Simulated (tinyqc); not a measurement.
Read current of a NAND string, cells in series solved by shooting: one step of the calculation.

Cells in series, numbered from 0 at the source line (0 V) to the bit line, each followed by a gap resistance Rg. A cell with gate Vg, threshold VT, source Vs and drain Vd passes I = 2 nf K Vt^2 [F(Vs) - F(Vd)]/(1 + th max(Vg - VT, 0)), F(V) = ln^2(1 + exp((Vg - VT - nf V)/(2 nf Vt))). The selected cell has Vg = Vr, the others Vg = Vp.

Question. Node voltages for a trial current. For a trial current I start at 0 V and, cell by cell (the selected one is cell 0), solve for the drain: sqrt(F(Vd)) = sqrt(F(Vs) - I/k), k = 2 nf K Vt^2/(1 + th max(Vg - VT, 0)), Vd = [Vg - VT - 2 nf Vt ln(exp(sqrt F) - 1)]/nf, then add I Rg.

Parameters, values chosen for the exercise; values of the order met in vertical NAND strings:
- T = 300 K (temperature)
- K = 5.8 uA/V^2 (gain factor of a cell)
- nf = 1.6 (slope factor)
- th = 0.19 1/V (mobility reduction factor)
- Rg = 11 kohm (resistance of the gap between cells)
- Vbl = 0.4 V (bit-line voltage)
- Vp = 7.4 V (pass voltage)
- Vr = 3.47 V (read voltage on the selected word line)

Constants: q = 1.602176634e-19 C, kB = 1.380649e-23 J/K, Vt = kB T/q. Results are converted to the units shown.

second trial current = 0.71 uA
thresholds from the source end, cell 0 to 4 (V): 2.4  -2  4.2  -2  -2

Give: node voltage after each cell and gap, trial 2.

Answer.

node voltage after each cell and gap, trial 2, cell 0 to 4 (V): 0.16363  0.20888  0.28675  0.33283  0.37924

Computed by the program tinyqc: `OMP_NUM_THREADS=1 python tinyqc.py 2142132 2142133 out.jsonl`, one thread of a shared Intel Xeon 2.30GHz, about 0.6 s for the whole run.
